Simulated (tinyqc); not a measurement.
Reduced Fermi level from a carrier density: charge neutrality of a doped semiconductor with incomplete ionisation. Computed by tinyqc, a small Python program. Command: `OMP_NUM_THREADS=1 python tinyqc.py 3014531 3014532 out.jsonl dopant walk`. One thread of a shared host (Intel(R) Xeon(R) Processor @ 2.30GHz), about 0.04 s of CPU time with the checks.

Energies are counted from the top of the valence band; E_D is measured down from the conduction band and E_A up from the valence band.

Inputs (values chosen for the exercise, modelled on GaAs):

| quantity | value | unit |
|---|---|---|
| gap at 0 K E_g0 | 1.55 | eV |
| Varshni alpha | 0.000542 | eV/K |
| Varshni beta | 211 | K |
| electron mass m_e | 0.066 | m_0 |
| valleys M_c | 1 | - |
| hole mass m_h | 0.515 | m_0 |
| temperature T | 200 | K |

Doping: p-type. Statistics of the bands: Fermi-Dirac.

ratios u of density to N: 0.0032  0.016  0.075  0.36  1.7  8.3  40

Constants: m_0 = 9.1093837015e-31 kg; k_B = 1.380649e-23 J/K; h = 6.62607015e-34 J s; k_B = 8.617333262e-05 eV/K.

Method:
- E_g = E_g0 - alpha T^2/(T + beta).
- N_c = 2 M_c (2 pi m_e k_B T/h^2)^(3/2) and N_v = 2 (2 pi m_h k_B T/h^2)^(3/2), masses in units of m_0.
- n_i = sqrt(N_c N_v) exp(-E_g/(2 k_B T)); E_i = E_g/2 + (k_B T/2) ln(N_v/N_c).
- F_1/2(eta) = (2/sqrt(pi)) int_0^infinity sqrt(x)/(1 + exp(x - eta)) dx, by the trapezoid rule in t = sqrt(x) with step 0.02 up to t = 12 (for eta < -12 by exp(eta) - exp(2 eta)/2^(3/2)).
- For u = density/N of the majority band, eta solves F_1/2(eta) = u (bisection). Boltzmann: ln u. Joyce-Dixon: ln u + u/sqrt(8) - 4.95009e-3 u^2 + 1.48386e-4 u^3 - 4.42563e-6 u^4. Degenerate limit: (3 sqrt(pi) u/4)^(2/3). The last column is (eta - ln u) k_B T.

N_v = 5.04831e+18 cm^-3

k_B T = 0.0172347 eV

Eta by four rules:

| u | density (cm^-3) | exact | Boltzmann | Joyce-Dixon | degenerate | Boltzmann error (meV) |
|---|---|---|---|---|---|---|
| 0.0032 | 1.6155e+16 | -5.743 | -5.7446 | -5.7435 | 2.6254e-02 | 1.9498e-02 |
| 0.016 | 8.0773e+16 | -4.130 | -4.1352 | -4.1295 | 7.6766e-02 | 9.7472e-02 |
| 0.075 | 3.7862e+17 | -2.564 | -2.5903 | -2.5638 | 2.1501e-01 | 4.5652e-01 |
| 0.36 | 1.8174e+18 | -0.895 | -1.0217 | -0.8950 | 6.1182e-01 | 2.1827e+00 |
| 1.7 | 8.5821e+18 | 1.118 | 0.5306 | 1.1181 | 1.7221e+00 | 1.0124e+01 |
| 8.3 | 4.1901e+19 | 4.777 | 2.1163 | 4.7736 | 4.9561e+00 | 4.5861e+01 |
| 40 | 2.0193e+20 | 14.082 | 3.6889 | 8.0780 | 1.4140e+01 | 1.7912e+02 |

What follows from these numbers?

Boltzmann statistics place E_F within 1 meV of the exact value up to u = 0.0750 of those listed and miss by 179 meV at u = 40. Joyce-Dixon stays within 0.01 in eta up to u = 8.30; the degenerate limit is still 0.42 % high at the last u. Past u of about 10 the Joyce-Dixon series fails. A parabolic band is assumed throughout.
